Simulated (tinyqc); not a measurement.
Power iteration on a symmetric matrix, step by step. One step of it, computed by the program tinyqc.

Problem. Step 1. w = (A - shift) v; v' = w/|w| with its largest component positive (the first on a tie); lambda = v'^T A v'.

A, lower triangle:
```
,1,2,3,4,5,6
1,1.486000
2,0.317000,2.144000
3,-0.502000,-0.399000,4.352000
4,-0.158000,0.126000,-0.304000,4.549000
5,-0.986000,0.667000,0.373000,0.350000,4.620000
6,-0.120000,0.683000,0.392000,-0.399000,-0.162000,4.967000
```

vector v at the start: 0.408248  0.408248  0.408248  0.408248  0.408248  0.408248

shift = 1.290000

Give: vector after step 1; Rayleigh quotient after step 1.

Solution.

vector after step 1: -0.175  0.315  0.367  0.402  0.500  0.570

Rayleigh quotient after step 1 = 5.063
